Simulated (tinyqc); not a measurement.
Where the wafer is too thin: surface photovoltage measurement of the minority-carrier diffusion length in a wafer. Computed by tinyqc, a small Python program. Command: `OMP_NUM_THREADS=1 python tinyqc.py 3130127 3130128 out.jsonl spv walk`. One thread of a shared host (Intel(R) Xeon(R) Processor @ 2.30GHz), about 0.01 s of CPU time with the checks.

Low injection, steady light, a depletion layer much thinner than 1/alpha and L. The excess density dn is taken at the front edge of the neutral region; light that reaches the back is lost.

Inputs (values chosen for the exercise, modelled on p-type silicon at room temperature): wafer thickness W = 775 micrometre; diffusivity D = 33.8 cm^2/s; front recombination velocity S_f = 1900 cm/s; back recombination velocity S_b = 13000 cm/s; photon flux entering = 1e+14 1/(cm^2 s).

Method:
- alpha = (84.732/lambda - 76.417)^2 per cm with lambda in micrometre (an empirical fit for silicon between 0.7 and 1.05 micrometre).
- Thick wafer: dn = Phi L/((S_f + D/L)(L + 1/alpha)). Finite wafer, with s = S_b L/D, w = W/L, a = alpha L: dn = [Phi a/(a^2 - 1)] [a - B - exp(-alpha W)(a - s)/(cosh w + s sinh w)]/(S_f + B D/L), B = (sinh w + s cosh w)/(cosh w + s sinh w).
- Readings y = (Phi/dn) (1 + noise x g) at 780, 830, 880, 920, 950, 975 and 995 nm; a least-squares line y = c (1/alpha + L_app) gives L_app = intercept/slope.
- No noise; L is varied at fixed W, and the last two columns set S_b to 0 and to 1e7 cm/s.

Apparent length (micrometre):
```
L          W/L  given S_b     S_b = 0  S_b = 1e7
38.8    19.974      38.80  3.8800e+01      38.80
77.5    10.000      77.50  7.7500e+01      77.50
155.0    5.000     154.92  1.5510e+02     154.89
232.0    3.341     230.33  2.3397e+02     229.92
388.0    1.997     362.95  4.1745e+02     359.55
620.0    1.250     489.06  7.9448e+02     479.05
1010.0   0.767     582.02  1.7559e+03     564.62
1630.0   0.475     629.41  4.0637e+03     607.42
3100.0   0.250     654.04  1.1965e+04     629.45
```

What follows from these numbers?

With a fast back surface L_app levels off, at 629 micrometre in the last row; with a passive one it reaches up to 3.86 times L among these rows and is 12000 in the last. All three columns are within 5 % of L down to W/L = 3.3.

Extremes, crossings and ranges named in words are read from the listed rows.
